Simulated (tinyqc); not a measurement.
Inside a calculation. Method: RKS/BLYP in the sto-3g basis, for BeH2, spin multiplicity 1. One step of it, computed by the program tinyqc.

Question. Iteration 1: diagonalisation and new density. Diagonalise F' = X^T F X, C = X C', fill 3 alpha and 3 beta electrons from the bottom; D = 2 C_occ C_occ^T. Each column has its largest component positive (the first on a tie).

Kohn-Sham matrix F (hartree), lower triangle:
```
            1Be 1s     1Be 2s    1Be 2px    1Be 2py    1Be 2pz      2H 1s      3H 1s
1Be 1s   -6.300653
1Be 2s   -1.536833  -0.898214
1Be 2px   0.000000   0.000000  -0.414641
1Be 2py   0.000000   0.000000   0.000000  -0.461114
1Be 2pz   0.000000   0.000000  -0.004505   0.000000  -0.417448
2H 1s    -0.375074  -0.341811   0.000000  -0.236749   0.000000  -0.106467
3H 1s    -0.375074  -0.341811   0.000000   0.236749   0.000000  -0.047878  -0.106467
```

X:
```
                 1          2          3         4         5          6         7
1Be 1s    0.000000  -0.341244   0.950778  0.000000  0.000000   0.000000  0.248051
1Be 2s    0.000000   1.202609  -0.080442  0.000000  0.000000   0.000000  0.519942
1Be 2px   0.000000   0.000000   0.000000  1.000000  0.000000   0.000000  0.000000
1Be 2py   1.368185   0.000000   0.000000  0.000000  0.000000   0.546202  0.000000
1Be 2pz   0.000000   0.000000   0.000000  0.000000  1.000000   0.000000  0.000000
2H 1s    -0.986934  -0.766052  -0.274908  0.000000  0.000000   0.378600  0.352875
3H 1s     0.986934  -0.766052  -0.274908  0.000000  0.000000  -0.378600  0.352875
```

Give: F' = X^T F X; orbital energies; coefficients C; D after iteration 1.

Answer.

F' = X^T F X (hartree), lower triangle:
```
        1       2       3       4       5       6       7
1   0.301
2   0.000  -0.085
3   0.000   0.927  -5.128
4   0.000   0.000   0.000  -0.415
5   0.000   0.000   0.000  -0.005  -0.417
6  -0.291   0.000   0.000   0.000   0.000  -0.350
7   0.000   0.084  -2.231   0.000   0.000   0.000  -1.448
```

orbital energies (hartree): MO1 -6.303, MO2 -0.562, MO3 -0.461, MO4 -0.421, MO5 -0.411, MO6 0.204, MO7 0.412

coefficients C:
```
            MO1     MO2     MO3    MO4     MO5     MO6     MO7
1Be 1s    1.005  -0.248   0.000  0.000   0.000   0.099   0.000
1Be 2s   -0.024   1.011   0.000  0.000   0.000  -0.837   0.000
1Be 2px   0.000   0.000   0.000  0.593   0.805   0.000   0.000
1Be 2py   0.000   0.000   0.998  0.000   0.000   0.000   1.084
1Be 2pz   0.000   0.000   0.000  0.805  -0.593   0.000   0.000
2H 1s     0.006   0.026   0.002  0.000   0.000   0.887  -1.057
3H 1s     0.006   0.026  -0.002  0.000   0.000   0.887   1.057
```

D after iteration 1, lower triangle:
```
         1Be 1s  1Be 2s  1Be 2px  1Be 2py  1Be 2pz  2H 1s  3H 1s
1Be 1s    2.144
1Be 2s   -0.550   2.045
1Be 2px   0.000   0.000    0.000
1Be 2py   0.000   0.000    0.000    1.992
1Be 2pz   0.000   0.000    0.000    0.000    0.000
2H 1s     0.000   0.053    0.000    0.004    0.000  0.001
3H 1s     0.000   0.053    0.000   -0.004    0.000  0.001  0.001
```
